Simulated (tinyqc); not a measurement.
## Trap density from one capacitance

Question. Traps spread evenly through the insulator exchange electrons with the semiconductor by tunnelling, with tau(x) = t0 exp(2 ka x) at depth x from the interface. The admittance per area Y seen at depth x obeys dY/dx = -Y^2/(i w eps0 eox) + q Nb ln(1 + i w tau)/tau, with Y(0) = i w Cs and w = 2 pi f; the gate sees Y(tox) = G + i w C. Working variable y = Y/(i w), in uF/cm^2. Cox = eps0 eox/tox. Find Nb and G/w.

Values chosen for this exercise: relative permittivity of the insulator eox = 3.79; insulator thickness tox = 11 nm; semiconductor capacitance in accumulation Cs = 5.5 uF/cm^2; decay constant of the wave function in the insulator ka = 3.9 1/nm; time constant of a trap at the interface t0 = 9e-11 s; frequency f = 1e6 Hz.

Constants: q = 1.602176634e-19 C, eps0 = 8.8541878128e-14 F/cm where lengths are in cm. Results are converted to the units shown.

C = 0.30353992 uF/cm^2

Answer. C rises steadily with Nb, so one density matches; in practice ka and t0 must come from the frequency dependence.

Nb = 1.100e20 cm^-3 eV^-1
G/w = 0.004074 uF/cm^2

tinyqc, about 0.8 s, one thread, Intel Xeon 2.30GHz (shared host): `OMP_NUM_THREADS=1 python tinyqc.py 2202039 2202040 out.jsonl`
